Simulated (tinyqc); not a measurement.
Time-domain thermoreflectance: layered heat flow under a modulated pulse train, and what the signal ratio measures. From ratio -V_in/V_out back to boundary conductance G under the metal. Computed by tinyqc, a small Python program. Command: `OMP_NUM_THREADS=1 python tinyqc.py 3113380 3113381 out.jsonl tdtr inv`. One thread of a shared host (Intel(R) Xeon(R) Processor @ 2.30GHz), about 0.3 s of CPU time with the checks.

Pulses repeat at 80 MHz; heat is laid down at the surface, all layers are isotropic.

Inputs (values chosen for the exercise, modelled on aluminium on beta-Ga2O3):
```
quantity                               value        unit
metal thickness d                         97          nm
metal conductivity                       170     W/(m K)
metal heat capacity                     2.42  MJ/(m^3 K)
substrate conductivity kappa              15     W/(m K)
substrate heat capacity C               3.32  MJ/(m^3 K)
modulation frequency f                     5         MHz
spot radius w (1/e^2, pump and probe)    3.8  micrometre
delay t                                  170          ps
```

Stack: metal, substrate.

Method:
- For radial wave number k and angular frequency W each layer has u = sqrt(4 pi^2 k^2 + i W C/kappa) and gamma = kappa u. Surface impedance from below: Z = 1/gamma for the substrate; a layer of thickness L maps Z to (Z + tanh(u L)/gamma)/(1 + gamma Z tanh(u L)); a boundary adds 1/G.
- Response per absorbed watt H(W) = 2 pi int_0^(2/w) Z(k, W) exp(-pi^2 k^2 w^2) k dk by 20 Gauss-Legendre points.
- Signal: X + iY = sum_(m = -M..M) H(2 pi (f + m f_r)) exp(i 2 pi m f_r t) exp(-pi (m/M)^2 x 4), f_r = 80 MHz, M = 4000, with H(-W) the complex conjugate of H(W); V_in = X, V_out = Y, ratio = -V_in/V_out.

Problem. A run gave the result below. Find the boundary conductance G under the metal, known to lie between 130 and 320 MW/(m^2 K).

ratio -V_in/V_out = 3.623762

Solution.

Each step takes the trial c = (a f_b - b f_a)/(f_b - f_a), f being the result less the target and a, b, c the logarithms of the listed values; c replaces end b, the old b replaces a if the sign of f changed, and otherwise f_a is halved.

Scan of the range:
```
boundary conductance G under the metal (MW/(m^2 K))  ratio -V_in/V_out
130                                                            3.64780
151                                                            3.63398
176                                                            3.61496
204                                                            3.59258
237                                                            3.56631
275                                                            3.53725
320                                                            3.50509
```

False position (Illinois rule, in the logarithm of the input) inside the bracket:
```
step    end a    end b    trial  ratio -V_in/V_out
1     151.000  176.000  163.956            3.62433
2     176.000  163.956  164.665            3.62379
3     176.000  164.665  164.732            3.62374
4     164.665  164.732  164.700            3.62376
5     164.732  164.700  164.700            3.62376
```

Ratio -V_in/V_out falls at every point of a 13-point scan of the range (every second point is shown), so one value fits; it is bracketed by 151 and 176. Answer: boundary conductance G under the metal = 164.7 MW/(m^2 K).
